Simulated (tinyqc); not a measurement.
Strain, valley repopulation and piezoresistance in a many-valley conduction band. Changing the stress X (tension positive). Computed by tinyqc, a small Python program. Command: `OMP_NUM_THREADS=1 python tinyqc.py 3031231 3031232 out.jsonl valleys sweep`. One thread of a shared host (Intel(R) Xeon(R) Processor @ 2.30GHz), about 0.05 s of CPU time with the checks.

Valleys are ellipsoids with mass m_l along the axis a and m_t across it, parabolic, with one constant relaxation time; strain shifts the valleys and leaves the masses alone. Currents are taken along [100], in the plane, and along [001], across the plane.

Inputs (values chosen for the exercise, modelled on silicon):

| quantity | value | unit |
|---|---|---|
| longitudinal mass m_l | 0.913 | m_0 |
| transverse mass m_t | 0.191 | m_0 |
| shear deformation potential Xi_u | 9.47 | eV |
| dilation deformation potential Xi_d | 1.1 | eV |
| C11 | 167 | GPa |
| C12 | 64.5 | GPa |
| C44 | 79.7 | GPa |
| electron density n | 3.2e+18 | 1/cm^3 |
| relaxation time tau | 70 | fs |
| temperature T | 77 | K |

Valley axes: <100> (6 valleys in 3 pairs). Load: biaxial in the (001) plane.

Constants: k_B = 8.617333262e-05 eV/K; m_0 = 9.1093837015e-31 kg; k_B = 1.380649e-23 J/K; hbar = 1.054571817e-34 J s; e = 1.602176634e-19 C.

Method:
- Compliances S11 = (C11 + C12)/((C11 - C12)(C11 + 2 C12)), S12 = -C12/((C11 - C12)(C11 + 2 C12)), S44 = 1/C44; stress sigma_xx = sigma_yy = X, all else 0; e_xx = S11 sigma_xx + S12 (sigma_yy + sigma_zz), e_xy = S44 sigma_xy/2 (tensor strain).
- Herring-Vogt shift of a valley with unit axis a: dE = Xi_d tr(e) + Xi_u a.e.a.
- Each of the 6 valleys holds n_v = N_v (2/sqrt(pi)) F_1/2((E_F - dE_v)/(k_B T)), N_v = 2 (m_d k_B T/(2 pi hbar^2))^(3/2), m_d = (m_l m_t^2)^(1/3); E_F solves sum n_v = n and is counted from the unstrained edge.
- F_j(eta) = int_0^infinity x^j/(1 + exp(x - eta)) dx, without a gamma-function factor. It is evaluated after integrating by parts.
- Integrals over x = E/(k_B T) use 160 Gauss-Legendre points in u = sqrt(x) from 0 to sqrt(max(eta, 0) + 32).
- Mobility tensor mu = e tau sum_v (n_v/n) [1/m_t + (1/m_l - 1/m_t) a a^T]; unstrained mu_0 = e tau (1/m_l + 2/m_t)/3; resistivity along d from the inverse tensor, rho_d = d.mu^-1.d/(n e), mobility along d = 1/(d.mu^-1.d); gauge pi_d = (rho_d/rho_0 - 1)/X.

One run for each value:

| stress X (tension positive) (MPa) | mobility along the first direction (cm^2/(V s)) | mobility along the second direction (cm^2/(V s)) | Fermi level E_F (meV) | splitting (highest minus lowest) (meV) |
|---|---|---|---|---|
| -2000 | 389.7 | 644.6 | -114.1 | 184.8 |
| -1560 | 389.7 | 644.6 | -87.9 | 144.1 |
| -1110 | 389.7 | 644.6 | -61.1 | 102.6 |
| -667 | 389.7 | 644.6 | -34.7 | 61.6 |
| -222 | 398.2 | 627.6 | -8.5 | 20.5 |
| 222 | 605.0 | 214.0 | 3.3 | 20.5 |
| 667 | 644.5 | 135.1 | -9.3 | 61.6 |
| 1110 | 644.6 | 134.8 | -23.8 | 102.6 |
| 1560 | 644.6 | 134.8 | -38.6 | 144.1 |
| 2000 | 644.6 | 134.8 | -53.0 | 184.8 |

Describe and explain the trends.

Over the rows, mobility along the first direction (cm^2/(V s)) rises from 390 to 645; mobility along the second direction (cm^2/(V s)) falls from 645 to 135; Fermi level E_F (meV) goes from -114 through a maximum among these rows, 3.31 at 222, to -53.0. The sign of the stress decides which valleys drop; electrons gather there, and each direction then sees the mix of light and heavy mass that those valleys present to it, until the upper valleys are empty.

Caution (rows -2000, -1560, 1560, 2000): strain near 1 % also warps the bands and changes masses and intervalley scattering, which this model leaves out.

Extremes, crossings and ranges named in words are read from the listed rows.
